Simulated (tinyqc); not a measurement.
# Ellipsometry and reflectance of a transparent film on an absorbing substrate: what changes with what

Air (index 1), film, substrate with N2 = n2 - i k2; time factor exp(+i w t). q_j = sqrt(N_j^2 - sin^2 th), root with positive real part. Fresnel coefficients r_s = (q_a - q_b)/(q_a + q_b), r_p = (N_b^2 q_a - N_a^2 q_b)/(N_b^2 q_a + N_a^2 q_b). tan(Psi) exp(i Delta) = R_p/R_s, Delta taken from 0 to 360 degrees.

Parameters, values chosen for the exercise; indices close to those of silicon nitride on silicon:
```
symbol  value     unit                                  meaning
lam     546.1       nm                               wavelength
th         70  degrees                       angle of incidence
n1      2.018                     index of the transparent film
d          71       nm                           film thickness
n2      4.086                            index of the substrate
k2      0.031           extinction coefficient of the substrate
```

Each table varies one quantity; the others keep the values above.

## Psi and Delta against the film thickness

beta = 2 pi d q1/lam, X = exp(-2 i beta), R = (r01 + r12 X)/(1 + r01 r12 X) for p and s. The last column is the derivative of Delta.

Result of one run:
```
d (nm)	Psi (degrees)	Delta (degrees)	|R_p|^2	|R_s|^2	dDelta/dd (degrees/nm)
133	15.93	243.5	0.05501	0.6756	-2.481
```

What becomes of these results when the film thickness d is changed from 133 to 50 nm, all else the same?

Result of the changed run:
```
d (nm)	Psi (degrees)	Delta (degrees)	|R_p|^2	|R_s|^2	dDelta/dd (degrees/nm)
50	28.83	62.16	0.1329	0.4387	-1.448
```

The whole series:
```
d (nm)	Psi (degrees)	Delta (degrees)	|R_p|^2	|R_s|^2	dDelta/dd (degrees/nm)
0	12.01	179.0	0.03205	0.7083	-3.769
17	15.15	122.6	0.05014	0.6835	-2.660
33	21.01	88.24	0.08936	0.6061	-1.744
50	28.83	62.16	0.1329	0.4387	-1.448
67	40.85	30.78	0.1599	0.2140	-2.685
83	42.63	336.1	0.1617	0.1908	-3.078
100	30.23	301.3	0.1380	0.4066	-1.484
117	21.98	275.7	0.09579	0.5880	-1.662
133	15.93	243.5	0.05501	0.6756	-2.481
150	12.09	189.8	0.03249	0.7077	-3.728
```

Psi goes from 12.0 through a maximum of 42.6 (at d = 83 nm among the rows listed) to 12.1 degrees. The period is 152.9 nm, after which Psi and Delta return to the values of the bare substrate, so one angle and wavelength fix d only up to a multiple of it. The size of the slope of Delta runs from 1.45 to 3.77 degrees/nm among the rows; Delta is counted modulo 360 degrees, and sharper features can lie between the rows.

## Effect of the angle of incidence

Same model as above.

dDelta/dd is the derivative of Delta; period lam/(2 q1).

Effect of the angle of incidence:
```
th (degrees)	Psi (degrees)	Delta (degrees)	|R_p|^2	|R_s|^2	dDelta/dd (degrees/nm)	period (nm)
50	44.79	22.76	0.02367	0.02401	-11.54	146.3
55	44.20	24.94	0.03943	0.04168	-8.449	148.1
60	43.80	24.44	0.06410	0.06970	-6.234	149.8
65	43.60	22.18	0.1026	0.1131	-4.588	151.4
70	43.60	18.76	0.1627	0.1793	-3.317	152.9
75	43.79	14.59	0.2567	0.2795	-2.299	154.1
80	44.11	9.953	0.4043	0.4302	-1.448	155.0
85	44.53	5.038	0.6359	0.6572	-0.6996	155.6
```

Psi goes from 44.8 through a minimum of 43.6 (at th = 65 among the rows listed) to 44.5 degrees and |R_p|^2 rises from 0.0237 to 0.636. The slope of Delta is largest in size, 11.5 degrees/nm, at th = 50 among the rows. The bare substrate has its smallest |R_p| near arctan(n2) = 76.2 degrees.

Computed by the program tinyqc: `OMP_NUM_THREADS=1 python tinyqc.py 2870147 2870148 out.jsonl`, one thread of a shared Intel Xeon 2.30GHz, about 0.01 s for the whole run.
